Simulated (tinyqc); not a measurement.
# Worked calculation: ellipsometry and reflectance of a transparent film on an absorbing substrate

Numbers from tinyqc (`OMP_NUM_THREADS=1 python tinyqc.py 2870144 2870145 out.jsonl`; about 0.01 s on one thread of a shared Intel Xeon 2.30GHz). Printed values are rounded.

Air (index 1), film, substrate with N2 = n2 - i k2; time factor exp(+i w t). q_j = sqrt(N_j^2 - sin^2 th), root with positive real part. Fresnel coefficients r_s = (q_a - q_b)/(q_a + q_b), r_p = (N_b^2 q_a - N_a^2 q_b)/(N_b^2 q_a + N_a^2 q_b). tan(Psi) exp(i Delta) = R_p/R_s, Delta taken from 0 to 360 degrees.

Parameters, values chosen for the exercise; indices close to those of silicon dioxide on silicon:
```
symbol  value     unit                                  meaning
lam     632.8       nm                               wavelength
th         65  degrees                       angle of incidence
n1       1.47                     index of the transparent film
d          11       nm                           film thickness
n2      3.882                            index of the substrate
k2      0.019           extinction coefficient of the substrate
```

## Interface coefficients and thickness period

q0, q1, q2 and the coefficients r01 and r12 for p and s; the results repeat in d with the period lam/(2 q1).

q0 = 0.422618
q1 = 1.15737
q2 = 3.77473-0.01954i
r01,p = -0.117905
r01,s = -0.465036
r12,p = 0.362713-0.002003i
r12,s = -0.530685+0.001859i
period = 273.378 nm

## Psi, Delta and reflectances

beta = 2 pi d q1/lam, X = exp(-2 i beta), R = (r01 + r12 X)/(1 + r01 r12 X) for p and s.

beta = 0.126409 rad
X = 0.968211-0.250134i
R_p = 0.241684-0.099417i
R_s = -0.793295+0.068545i
Psi = 18.1701 degrees
Delta = 162.579 degrees
|R_p|^2 = 0.0682949
|R_s|^2 = 0.634015

The bare substrate gives Psi = 17.76 and Delta = 179.58 degrees.
